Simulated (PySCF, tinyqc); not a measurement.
Orbital energy against energy difference: ionisation energy by orbital energies and by energy differences in the cc-pvdz basis, for H4, spin multiplicity 1. Computed by the program tinyqc with PySCF. The cation is unrestricted; errors are against CCSD(T) in this basis, not against experiment.

Geometry (angstrom):

| atom | x | y | z |
|---|---|---|---|
| H | 0.0000 | 0.0000 | 0.0000 |
| H | 0.0000 | 0.0000 | 0.7860 |
| H | 0.0000 | 0.9610 | 0.0000 |
| H | 0.0000 | 0.9610 | 0.7860 |

CCSD(T) difference in the same basis = 9.3533 eV

IP-EOM-CCSD = 9.3670 eV

First vertical ionisation energy (eV):

| method | -e(HOMO) | E(cation) - E | error of -e(HOMO) | error of the difference |
|---|---|---|---|---|
| HF | 9.094 | 8.36253 | -0.259 | -0.991 |
| LDA | 4.629 | 9.26282 | -4.724 | -0.091 |
| PBE | 4.664 | 9.24866 | -4.689 | -0.105 |
| B3LYP | 5.809 | 9.41333 | -3.544 | 0.060 |
| CAM-B3LYP | 7.397 | 9.35061 | -1.956 | -2.71e-03 |
| LC-wPBE | 8.761 | 9.27710 | -0.592 | -0.076 |

Estimate the missing row, method = PBE0.

Computed row:
```
method  -e(HOMO)  E(cation) - E  error of -e(HOMO)  error of the difference
PBE0       5.953        9.23586             -3.400                   -0.117
```

Koopmans errs by -0.26 eV and Delta-HF by -0.99 eV: relaxation, 0.73 eV, lowers the value and the missing correlation difference works against it. The PBE level is off by -4.7 eV through the wrong tail of its potential, though its energy difference is off by -0.10 eV; exact exchange deepens the level, and among the orbital energies HF comes closest; among the differences CAM-B3LYP does. The restricted reference is unstable here: a spin-polarised solution lies 0.0048 hartree lower (PySCF), so results built on it describe a poor reference.
